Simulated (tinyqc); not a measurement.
## Trap density from one capacitance

Inverse problem. Traps spread evenly through the insulator exchange electrons with the semiconductor by tunnelling, with tau(x) = t0 exp(2 ka x) at depth x from the interface. The admittance per area Y seen at depth x obeys dY/dx = -Y^2/(i w eps0 eox) + q Nb ln(1 + i w tau)/tau, with Y(0) = i w Cs and w = 2 pi f; the gate sees Y(tox) = G + i w C. Working variable y = Y/(i w), in uF/cm^2. Cox = eps0 eox/tox. Find Nb and G/w.

Values chosen for this exercise:
```
symbol,value,unit,meaning
eox,8.62,,relative permittivity of the insulator
tox,4.7,nm,insulator thickness
Cs,1.1,uF/cm^2,semiconductor capacitance in accumulation
ka,3,1/nm,decay constant of the wave function in the insulator
t0,5e-9,s,time constant of a trap at the interface
f,1e6,Hz,frequency
```

Constants: q = 1.602176634e-19 C, eps0 = 8.8541878128e-14 F/cm where lengths are in cm. Results are converted to the units shown.

C = 0.98697215 uF/cm^2

Answer. C rises steadily with Nb, so one density matches; in practice ka and t0 must come from the frequency dependence.

Nb = 9.300e19 cm^-3 eV^-1
G/w = 0.09516 uF/cm^2

Program tinyqc, `OMP_NUM_THREADS=1 python tinyqc.py 2202199 2202200 out.jsonl`; Intel Xeon 2.30GHz, shared host, one thread, about 0.4 s.
